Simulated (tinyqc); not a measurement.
Switching kinetics of a ferroelectric film and the memory window of a ferroelectric gate stack: one step, computed by the program tinyqc. Command: `OMP_NUM_THREADS=1 python tinyqc.py 3029513 3029514 out.jsonl feswitch walk`. One thread of a shared host (Intel(R) Xeon(R) Processor @ 2.30GHz), about 0.02 s of CPU time with the checks.

Fields in MV/cm; 1 microcoulomb/cm^2 over eps_0 is 11.29409 MV/cm. In the stack (metal, ferroelectric, interlayer, channel) the channel is taken as a conductor.

Task: Memory window. Saturated branches: P(E) = P_s tanh[(E -/+ E_c)/(2 delta)], delta = E_c/ln[(1 + P_r/P_s)/(1 - P_r/P_s)]; D = P + eps_0 eps_F E. At threshold the channel charge is negligible, so D = 0 on each branch: (1 - s) P(E) + eps_0 eps_F E = 0, with the screened share s. The rising branch has the root E0 between 0 and E_c; window = 2 E0 t_F; its upper bound is 2 E_c t_F.

Inputs (values chosen for the exercise, for a model film):

| quantity | value | unit |
|---|---|---|
| saturation polarisation P_s | 25 | microcoulomb/cm^2 |
| ratio P_r/P_s | 0.93 | - |
| coercive field E_c | 1.1 | MV/cm |
| permittivity of the ferroelectric eps_F | 30 | - |
| thickness t_F | 18 | nm |
| share s of P screened by trapped charge | 0.77 | - |

delta = 0.3316470 MV/cm

Give: field E0; memory window; bound 2 E_c t_F; fixed-charge estimate 2 (1 - s) P_r t_F/(eps_0 eps_F).

Result:

field E0 = 0.8315 MV/cm

memory window = 2.993 V

bound 2 E_c t_F = 3.96 V

fixed-charge estimate 2 (1 - s) P_r t_F/(eps_0 eps_F) = 7.247 V

Charge and coercive field both limit the window.
